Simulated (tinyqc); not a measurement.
On-chip power grid, static voltage drop by conjugate gradients: one step of the calculation.

A grid of 4 rows and 3 columns, node k = 3 row + column. Neighbours in a row are joined by Rx, in a column by Ry; pad nodes, which reach the supply through Rp: 0, 11. Each node draws I0, node 5 draws kh I0. The drops u = Vdd - V solve G u = i, with G the conductance matrix (1/Rp added on the diagonal at pad nodes).

Task. Diagonal of G, loads and first direction. G_kk = sum of the conductances at node k. Start u = 0, so the residual is r = i; z = r/G_kk (Jacobi preconditioner), p = z.

Values chosen for this exercise:

| symbol | value | unit | meaning |
|---|---|---|---|
| Rx | 0.33 | ohm | resistance of a horizontal segment |
| Ry | 0.31 | ohm | resistance of a vertical segment |
| Rp | 0.49 | ohm | resistance from a pad node to the supply |
| I0 | 1.5 | mA | load current of an ordinary node |
| kh | 8 |  | factor on the load at the hot node |

Give: G_kk; r at the start; p at the start.

Result.

G_kk (S):

|  | col 0 | col 1 | col 2 |
|---|---|---|---|
| row 0 | 8.297 | 9.286 | 6.256 |
| row 1 | 9.482 | 12.51 | 9.482 |
| row 2 | 9.482 | 12.51 | 9.482 |
| row 3 | 6.256 | 9.286 | 8.297 |

r at the start (mA):

|  | col 0 | col 1 | col 2 |
|---|---|---|---|
| row 0 | 1.500 | 1.500 | 1.500 |
| row 1 | 1.500 | 1.500 | 12.00 |
| row 2 | 1.500 | 1.500 | 1.500 |
| row 3 | 1.500 | 1.500 | 1.500 |

p at the start (mV):

|  | col 0 | col 1 | col 2 |
|---|---|---|---|
| row 0 | 0.1808 | 0.1615 | 0.2398 |
| row 1 | 0.1582 | 0.1199 | 1.266 |
| row 2 | 0.1582 | 0.1199 | 0.1582 |
| row 3 | 0.2398 | 0.1615 | 0.1808 |

Numbers from tinyqc (`OMP_NUM_THREADS=1 python tinyqc.py 2770212 2770213 out.jsonl`; about 0.1 s on one thread of a shared Intel Xeon 2.30GHz).
